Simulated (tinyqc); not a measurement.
Four-point probe, van der Pauw, Hall and spreading-resistance readings of a semiconductor layer: one step, computed by the program tinyqc.

The layer is uniform and ohmic; contacts are points unless a radius is given.

Question. Four-point voltage. Collinear probes with equal spacing on a layer with insulating backing: images at depth 2 m t give V = (rho I/(2 pi s)) G, G = 1 + 4 sum_(m>=1) [1/sqrt(1 + (2 m u)^2) - 1/sqrt(4 + (2 m u)^2)], u = t/s; the sum runs to m = 20000, with the tail 3/(32 u^3 M^2) added to the sum for M = 20000. Limits: thick, rho = 2 pi s V/I; thin on an insulator, rho = (pi/ln 2) t V/I.

Inputs (values chosen for the exercise, modelled on p-type silicon): layer thickness t = 25 micrometre; probe spacing s = 0.5 mm; current I = 0.01 mA.

Backing of the layer: insulating.

resistivity rho = 0.4300337 ohm cm

Give: t/s; G; voltage V; rho by the thick formula; rho by the thin formula.

Answer.

t/s = 0.05

G = 27.73

voltage V = 0.3795 mV

rho by the thick formula = 11.92 ohm cm

rho by the thin formula = 0.4300 ohm cm

The thick formula is off by +2672.6 % and the thin one by 0.0 %.
